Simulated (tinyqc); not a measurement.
# On-chip interconnect, size-dependent resistivity and RC delay: what changes with what

A rectangular line between two neighbours and two ground planes. Surface and grain-boundary scattering are added to the bulk resistivity as corrections; capacitances are parallel-plate values without fringing; inductance is ignored.

Inputs (values chosen for the exercise); metal values close to those of copper:
```
symbol,value,unit,meaning
rho0,1.7,uohm cm,bulk resistivity
lam,40.2,nm,bulk mean free path
ps,0,,specular share of surface scattering
Rg,0.18,,reflection coefficient of grain boundaries
gr,1,,grain size over the metal width
wd,14,nm,drawn line width
AR,1.5,,"aspect ratio, height over width"
tl,1.1,nm,"liner on both walls and the bottom, not conducting"
sp,28,nm,space to the neighbouring lines
hd,18,nm,dielectric height to the planes above and below
ek,2.7,,relative permittivity of the dielectric
Mf,2,,Miller factor of the neighbours
Lw,280,um,line length
Cl,0.62,fF,load capacitance
rho2,5.15,uohm cm,bulk resistivity of the second metal (close to molybdenum)
lam2,11.1,nm,mean free path of the second metal
tl2,0.5,nm,liner of the second metal
```

Constants: eps0 = 8.8541878128e-12 F/m. Results are converted to the units shown.

Each table varies one quantity; the others keep the values above.

## Delay against the driver resistance

Metal width x = wd - 2 tl, height y = AR wd - tl; grain boundaries (Mayadas-Shatzkes): al = (lam/(gr x)) Rg/(1 - Rg), g = 1/[1 - 3 al/2 + 3 al^2 - 3 al^3 ln(1 + 1/al)] - 1; surfaces (Fuchs-Sondheimer, thick limit): s = (3/8) lam (1 - ps)(1/x + 1/y); rho = rho0 (1 + g + s); r = rho/(x y); c = eps0 ek (2 wd/hd + 2 Mf AR wd/sp). Elmore delay tE = Rd (c Lw + Cl) + r Lw (c Lw/2 + Cl); t50 is the time at which the far end of a ladder of 30 pi sections (half capacitances at both ends, Cl at the far end, a step applied through Rd) reaches half the step; line share r Lw/(Rd + r Lw); estimate 0.69 Rd (c Lw + Cl) + 0.38 r c Lw^2 + 0.69 r Lw Cl.

The same in every row: rho (uohm cm) = 6.923; r (ohm/um) = 294.8; c (fF/um) = 0.1089.

Delay against the driver resistance:
```
Rd (ohm)  tE (ps)  t50 (ps)  estimate (ps)  line share of the resistance (%)
50           1311     993.2          993.0                             99.94
100          1313     994.4          994.0                             99.88
400          1322      1001           1000                             99.52
1000         1341      1016           1013                             98.80
3000         1403      1062           1056                             96.49
7000         1528      1155           1142                             92.18
20000        1932      1449           1421                             80.50
50000        2866      2109           2065                             62.28
```

As Rd goes from 50 to 50000, r stays at 295 ohm/um, c stays at 0.109 fF/um and t50 rises from 993 to 2110 ps. t50/tE lies between 0.736 and 0.757, and the estimate is within 2.1 % of t50.

## Two metals against line width

Metal width x = wd - 2 tl, height y = AR wd - tl; grain boundaries (Mayadas-Shatzkes): al = (lam/(gr x)) Rg/(1 - Rg), g = 1/[1 - 3 al/2 + 3 al^2 - 3 al^3 ln(1 + 1/al)] - 1; surfaces (Fuchs-Sondheimer, thick limit): s = (3/8) lam (1 - ps)(1/x + 1/y); rho = rho0 (1 + g + s); r = rho/(x y). The second metal has rho2, lam2 and tl2 in place of rho0, lam and tl; ps, Rg, gr and AR are shared.

Result of one run:
```
wd (nm)  rho, first (uohm cm)  rho, second (uohm cm)  r, first (ohm/um)  r, second (ohm/um)  ratio second/first
10                      9.472                  11.00              873.7               842.6              0.9644
```

What becomes of these results when the drawn line width wd is changed from 10 to 120 nm, all else the same?

Result of the changed run:
```
wd (nm)  rho, first (uohm cm)  rho, second (uohm cm)  r, first (ohm/um)  r, second (ohm/um)  ratio second/first
120                     2.247                  5.606              1.066               2.625               2.461
```

The whole series:
```
wd (nm)  rho, first (uohm cm)  rho, second (uohm cm)  r, first (ohm/um)  r, second (ohm/um)  ratio second/first
5                       22.10                  17.95            1.233e4                6409              0.5197
6.5                     15.36                  14.57               4131                2864              0.6934
8                       12.00                  12.61               1899                1567              0.8252
10                      9.472                  11.00              873.7               842.6              0.9644
13                      7.388                  9.565              371.8               419.5               1.128
17                      5.896                  8.480              163.3               212.0               1.299
22                      4.863                  7.699              76.99               112.8               1.465
30                      3.971                  7.004              32.54               54.27               1.668
45                      3.187                  6.377              11.22               21.63               1.929
70                      2.645                  5.935              3.755               8.231               2.192
120                     2.247                  5.606              1.066               2.625               2.461
```

The resistivity of the first metal falls from 22.1 to 2.25 uohm cm and that of the second goes from 17.9 to 5.61 uohm cm as the line widens. The products rho0 lam, which set the size effect, are 68.3 and 57.2 uohm cm nm. The two resistances cross at wd = 10.6 nm: below it the second metal gives the lower line resistance. For widths well under the mean free path the thick-limit surface term is only a guide.

Range of the model: The metal width is under the mean free path, where the thick-limit surface term and the simple sum of corrections lose accuracy.

Program tinyqc, `OMP_NUM_THREADS=1 python tinyqc.py 2100002 2100003 out.jsonl`; Intel Xeon 2.30GHz, shared host, one thread, about 0.01 s.
